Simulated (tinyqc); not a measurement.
Internal photoemission over an interface barrier: one step of the calculation.

Electrons are excited from a metal over the barrier Phi(F) = P0 - sqrt(q F/(4 pi eps0 ei)), whose top lies at xm = sqrt(q/(16 pi eps0 ei F)). The yield is Y = A (hv - Phi)^p exp(-xm/l), with A = 1 here.

Task. Threshold from a spectrum. The yields were made at this field with a scatter of 2 %. Fit Y^(1/n) on hv by least squares for n = 2 and n = 3; the zero of the line is the threshold.

```
point,hv (eV),Y
0,1.52,0.01188
1,1.65,0.03925
2,1.78,0.08377
3,1.91,0.151
4,2.04,0.229
5,2.17,0.3243
```

Find: Y^(1/2); Y^(1/3); threshold for n = 2; threshold for n = 3.

Result.

```
point,Y^(1/2),Y^(1/3)
0,0.10900,0.22818
1,0.19812,0.33984
2,0.28943,0.43755
3,0.38859,0.53251
4,0.47854,0.61180
5,0.56947,0.68704
```

threshold for n = 2 = 1.3695 eV
threshold for n = 3 = 1.1738 eV

tinyqc, about 0.01 s, one thread, Intel Xeon 2.30GHz (shared host): `OMP_NUM_THREADS=1 python tinyqc.py 2410083 2410084 out.jsonl`
